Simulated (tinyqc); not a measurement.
Worked calculation: plane-wave Kohn-Sham cycle with exchange-only LDA in a layered model solid. One step of it, computed by the program tinyqc.

Task: Iteration 1: Hamiltonian at one k. H(m,m') = (k + G_m)^2/2 delta + V(G_m - G_m'), with V(-G) = V(G).

A solid whose potential varies along x alone (atomic units):
```
parameter                      value
period a                    6.700000
cross-section of the cell  36.000000
electrons per cell                 2
grid points                       16
plane waves -n..n, n               2
k points                           4
V1 in V1 cos(2 pi x/a)     -0.420000
```

V(G_m), m = 0, 1, 2, ... (hartree): [-0.199316, -0.210000, 0.000000, 0.000000, 0.000000]

k = 0.125000 2 pi / a

Give: H.

Result:

H (hartree), order -2, -1, +0, +1, +2:
```
[[1.347, -0.210, 0.000, 0.000, 0.000],
 [-0.210, 0.137, -0.210, 0.000, 0.000],
 [0.000, -0.210, -0.192, -0.210, 0.000],
 [0.000, 0.000, -0.210, 0.357, -0.210],
 [0.000, 0.000, 0.000, -0.210, 1.786]]
```
